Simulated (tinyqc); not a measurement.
An infinitely deep well in a field (quantum-confined Stark shift), Airy functions: two steps of the calculation.

Hard walls at x = -L/2 and +L/2; between them U(x) = -F x (eV, zero at the centre). C = hbar^2/(2 m0), e = (C F^2/m1)^(1/3), z1 = (F L/2 - E)/e at the left wall and z2 = (-F L/2 - E)/e at the right wall. Levels are the roots of D(E) = Ai(z1) Bi(z2) - Ai(z2) Bi(z1).

Inputs (values chosen for the exercise):
```
symbol   value  unit       meaning
m1       0.067    m0          mass
L         18.1    nm    well width
F       0.0011  V/nm         field
n            1        level sought
```

Constants: q = 1.602176634e-19 C, hbar = 1.054571817e-34 J s, m0 = 9.1093837015e-31 kg, hbar^2/(2 m0) = 0.0380998212 eV nm^2. Results are converted to the units shown.

Problem 1. Secant step for the level. Secant step from the last two trial energies, E_a the older and E_b the newer: next = E_b - D(E_b) (E_b - E_a)/(D(E_b) - D(E_a)).

second trial energy = 0.0162 eV
third trial energy = 0.016887809 eV

Give: D(E_a); D(E_b); fourth trial energy.

Solution 1.

D(E_a) = -0.01490
D(E_b) = 1.362e-4
fourth trial energy = 0.01688 eV

Problem 2. Stark shift. Exact shift E_n(F) - E_n(0), and the mean position <x> = -dE_n/dF. E_n(0) = C (n pi/L)^2/m1; second-order shift m1 F^2 L^4 (1 - 15/(pi n)^2)/(48 C pi^2 n^2).

Find: E_n; shift; <x>.

Solution 2.

E_n = 0.016881 eV
shift = -0.24993 meV
<x> = 0.45321 nm

tinyqc, about 0.02 s, one thread, Intel Xeon 2.30GHz (shared host): `OMP_NUM_THREADS=1 python tinyqc.py 2580018 2580019 out.jsonl`
